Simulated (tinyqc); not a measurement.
Empirical pseudopotential in a few plane waves, step by step. Computed by tinyqc, a small Python program that keeps every step. Settings: plane-wave index or count = 15. Command: `OMP_NUM_THREADS=1 python tinyqc.py 22416 22417 out.jsonl` (the two numbers bound the seeds that draw the settings). One thread of a shared host (Intel(R) Xeon(R) Processor @ 2.60GHz), about 0.2 s of CPU time with the checks.

## Bloch Hamiltonian at k

Parameters chosen for this model: fcc lattice, atoms at +/- a/8 (1,1,1); form factors in rydberg at |G|^2 in units of (2 pi/a)^2:
```
parameter                 value      unit
a                      5.570000  angstrom
VS(3)                 -0.246000        Ry
VS(8)                 -0.009000        Ry
VS(11)                 0.063000        Ry
VA(3)                         0        Ry
VA(4)                         0        Ry
VA(11)                        0        Ry
hbar^2/2m (2 pi/a)^2   4.848108        eV
```

k point k (2 pi / a): 0.06000  0.29000  -0.58000

Basis: the 15 shortest G (labels in 2 pi/a), the same at every k. H(G,G') = c |k + G|^2 delta + VS(|G-G'|^2) cos((G-G').tau) + i VA sin((G-G').tau), tau = a/8 (1,1,1); 1 Ry = 13.605693 eV.

H(k) at k (eV), lower triangle:
```
          +0+0+0    -1-1-1    -1-1+1    -1+1-1    -1+1+1    +1-1-1    +1-1+1    +1+1-1
+0+0+0   2.05608
-1-1-1   2.36669  18.83054
-1-1+1  -2.36669   0.00000   7.58293
-1+1-1  -2.36669   0.00000  -0.12245  24.45434
-1+1+1  -2.36669   0.12245   0.00000   0.00000  13.20673
+1-1-1  -2.36669   0.00000  -0.12245  -0.12245   0.00000  19.99408
+1-1+1  -2.36669   0.12245   0.00000   0.00000  -0.12245   0.00000   8.74647
+1+1-1  -2.36669   0.12245   0.00000   0.00000  -0.12245   0.00000  -0.12245  25.61789
+1+1+1   2.36669   0.00000   0.12245   0.12245   0.00000   0.12245   0.00000   0.00000
-2+0+0   0.00000  -2.36669  -2.36669  -2.36669   2.36669   0.60610  -0.60610  -0.60610
+0-2+0   0.00000  -2.36669  -2.36669   0.60610  -0.60610  -2.36669   2.36669  -0.60610
+0+0-2   0.00000  -2.36669   0.60610  -2.36669  -0.60610  -2.36669  -0.60610   2.36669
+0+0+2   0.00000  -0.60610   2.36669  -0.60610  -2.36669  -0.60610  -2.36669   0.60610
+0+2+0   0.00000  -0.60610  -0.60610   2.36669  -2.36669  -0.60610   0.60610  -2.36669
+2+0+0   0.00000  -0.60610  -0.60610  -0.60610   0.60610   2.36669  -2.36669  -2.36669

          +1+1+1    -2+0+0    +0-2+0    +0+0-2    +0+0+2    +0+2+0    +2+0+0
+1+1+1  14.37028
-2+0+0  -0.60610  20.28497
+0-2+0  -0.60610  -0.12245  15.82471
+0+0-2  -0.60610  -0.12245  -0.12245  32.69612
+0+0+2  -2.36669   0.12245   0.12245   0.00000  10.20090
+0+2+0  -2.36669   0.12245   0.00000   0.12245  -0.12245  27.07232
+2+0+0  -2.36669   0.00000   0.12245   0.12245  -0.12245  -0.12245  22.61206
```

## Levels at k

Diagonalise the Hermitian matrix.

eigenvalues (eV): -0.98793  4.31707  8.18219  9.21546  13.65096  14.60139  15.53111  17.83954  19.73377  22.08737  23.12529  23.86231  27.67385  29.92799  34.79007

## Bands along a path

The same steps at evenly spaced points between the labelled ones.

Bands along the path (eV), lowest eight:
```
k           band 1   band 2    band 3    band 4    band 5    band 6    band 7    band 8
L         -0.30470  2.95543   9.83066   9.83066  11.20789  15.76494  15.76494  18.16277
L-G 0.33  -1.36950  4.54488   9.89392   9.89392  11.42579  15.67093  15.67093  18.01831
L-G 0.67  -2.32255  7.27532  10.31622  10.31622  11.95457  15.03098  15.24420  15.24420
G         -2.66120  9.99925  10.63172  10.63172  10.63172  14.66677  14.66677  14.66677
G-X 0.33  -2.20662  7.07038   9.79040   9.79040  13.15970  13.41626  16.20246  16.20246
G-X 0.67  -0.86581  4.17632   8.82096   8.82096  12.06601  12.97750  18.92718  19.20868
X          1.28641  1.69913   8.62125   8.62125  11.67736  12.21875  22.67379  22.82940
```

With 4 band(s) filled, the highest filled level on these points lies at G and the lowest empty one at G: the bands touch or overlap, so there is no gap. This holds for the small fixed basis; with all plane waves up to |k + G|^2 = 21 (2 pi/a)^2 the gap along the path is 0.22 eV.

## Convergence with the number of plane waves

Levels at G counted from the fourth one.

Levels (eV):
```
plane waves    level 1  level 5  level 8
9            -17.32797        0        0
15           -13.29292        0  4.03505
27           -12.72127        0  3.75333
51           -12.56416  0.19182  3.98772
59           -12.57209  0.22714  3.85976
65           -12.58462  0.22714  3.84206
89           -12.56978  0.22683  3.84657
```
